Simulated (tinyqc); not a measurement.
## Reflectance at normal incidence against thickness

Normal incidence on air, film (n1) and substrate (N2 = n2 - i k2): r01 = (1 - n1)/(1 + n1), r12 = (n1 - N2)/(n1 + N2), amplitude (r01 + r12 X)/(1 + r01 r12 X), X = exp(-4 pi i n1 d/lam), R its squared modulus, phase from 0 to 360 degrees.

Inputs (values chosen for the exercise): wavelength lam = 632.8 nm; index of the transparent film n1 = 2.386; index of the substrate n2 = 3.882; extinction coefficient of the substrate k2 = 0.019.

Result of one run:
```
d (nm)   R (%)  phase of the reflected amplitude (degrees)
81      8.8089                                      210.30
```

What becomes of these results when the film thickness d is changed from 81 to 49 nm, all else the same?

Result of the changed run:
```
d (nm)   R (%)  phase of the reflected amplitude (degrees)
49      10.267                                      149.10
```

The whole series:
```
d (nm)   R (%)  phase of the reflected amplitude (degrees)
0       34.850                                      179.85
16      31.745                                      167.70
32      22.910                                      155.97
49      10.267                                      149.10
65      3.6080                                      176.17
81      8.8089                                      210.30
98      21.338                                      205.48
114     30.851                                      193.96
130     34.782                                      181.82
```

R goes from 34.9 through a minimum of 3.61 (at d = 65 nm among the rows listed) to 34.8 %. At a quarter wave, d = 66.3 nm, R = 3.58 %; for a transparent substrate it would vanish for n1 = sqrt(n2) = 1.97.

tinyqc, about 0.2 s, one thread, Intel Xeon 2.30GHz (shared host): `OMP_NUM_THREADS=1 python tinyqc.py 2870175 2870176 out.jsonl`
